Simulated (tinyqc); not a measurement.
## A spin-degenerate level with charging energy between two leads, rate equations: shape of a conductance peak

States 0, up, down and 2 with energies 0, e1 - Ez/2, e1 + Ez/2 and 2 e1 + U. mu_L = +V/2, mu_R = -V/2 (meV), f(x) = 1/(1 + exp(x/kB T)). A transition that adds one electron of given spin at the energy E has the rate G f(E - mu) from each lead, and its reverse G [1 - f(E - mu)]. I counts electrons leaving the left lead, times q.

Transition energies: 0-up e1 - Ez/2, 0-down e1 + Ez/2, up-2 e1 + U + Ez/2, down-2 e1 + U - Ez/2. dp/dt = W p; W_ji is the rate from state i to j, and each column sums to zero. Steady state: W p = 0 with sum p = 1. I = q GL sum over transitions i-j of [fL p_i - (1 - fL) p_j]. The conductance is dI/dV at V = 0; the last column divides it by q^2 GL GR/((GL + GR) 4 kB T), the peak of one spinless level.

Inputs (values chosen for the exercise):
- U = 9.8 meV (charging energy of the second electron)
- GL = 4.3 1/ns (tunnel rate to the left lead)
- GR = 1.5 1/ns (tunnel rate to the right lead)
- T = 7.6 K (temperature)
- Ez = 0 meV (Zeeman splitting)

Constants: q = 1.602176634e-19 C, kB = 1.380649e-23 J/K, Vt = kB T/q. Results are converted to the units shown.

Results:
```
e1 (meV)  dI/dV (nS)  mean number   scaled
-12.42         9.436        1.965   0.1387
-11.896        19.70        1.925   0.2896
-11.372        38.30        1.846   0.5631
-10.848        65.10        1.712   0.9572
-9.8           90.68        1.333    1.333
-9.276         68.87        1.183    1.013
-8.752         41.50        1.092   0.6102
-8.228         21.64        1.043   0.3182
-7.704         10.44        1.020   0.1535
-7.18          4.851        1.009  0.07133
```

Estimate the missing row, e1 = -10.324 meV.

Computed row:
```
e1 (meV)  dI/dV (nS)  mean number  scaled
-10.324        88.84        1.527   1.306
```

With this row back in the table: The conductance peaks at e1 = -9.8 meV among the rows, with the scaled height 1.33. For U >> kB T the 1-2 peak lies at e1 = -U - (kB T/2) ln 2 = -10.0 meV, with the height 8/(1 + sqrt 2)^2 = 1.373: two spin states on one side of the transition and one state on the other shift and raise it.

Range of the model: Rate equations need hbar G well below kB T; cotunnelling and the Kondo effect are left out.

Computed by the program tinyqc: `OMP_NUM_THREADS=1 python tinyqc.py 2780040 2780041 out.jsonl`, one thread of a shared Intel Xeon 2.30GHz, about 0.01 s for the whole run.
